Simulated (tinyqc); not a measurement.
Admittance spectroscopy and thermally stimulated current of one trap level in a depletion layer: one step, computed by the program tinyqc. Command: `OMP_NUM_THREADS=1 python tinyqc.py 3113229 3113230 out.jsonl admit walk`. One thread of a shared host (Intel(R) Xeon(R) Processor @ 2.30GHz), about 0.01 s of CPU time with the checks.

A Schottky junction on n-type material holds one donor-like electron trap; shallow donors are fully ionised and abrupt depletion edges are assumed.

Question. The capacitance step. With E_c - E_F = k_B T_p ln(N_c/N): lambda = sqrt(2 eps eps_0 (E_t - (E_c - E_F))/(e^2 N)); traps are empty and charged for x < x_t = w - lambda, and V_b = e (N w^2 + N_t x_t^2)/(2 eps eps_0). High frequency: C_hf = eps eps_0/w. Low frequency: C_lf = eps eps_0 (N + N_t)/(N w + N_t x_t).

Inputs (values chosen for the exercise, modelled on n-type GaAs):

| quantity | value | unit |
|---|---|---|
| dielectric constant eps | 13.1 | - |
| shallow doping N | 4.2e+16 | 1/cm^3 |
| trap density N_t | 8.4e+15 | 1/cm^3 |
| trap depth E_t below the band | 0.593 | eV |
| band bending V_b | 0.85 | V |

E_c - E_F = k_B T_p ln(N_c/N) = 0.1441785 eV

Constants: eps_0 = 8.8541878128e-12 F/m; e = 1.602176634e-19 C.

Give: lambda; depletion width w; crossing point x_t; C_hf; C_lf; step (C_lf - C_hf)/C_hf; small-N_t estimate (N_t/N)(lambda/w).

Answer.

lambda = 124.4 nm

depletion width w = 170.0 nm

crossing point x_t = 45.57 nm

C_hf = 68.24 nF/cm^2

C_lf = 77.72 nF/cm^2

step (C_lf - C_hf)/C_hf = 0.1389

small-N_t estimate (N_t/N)(lambda/w) = 0.1464

Reading N_t/N straight from the step would give 0.139 against the true 0.200: the factor lambda/w must be known.
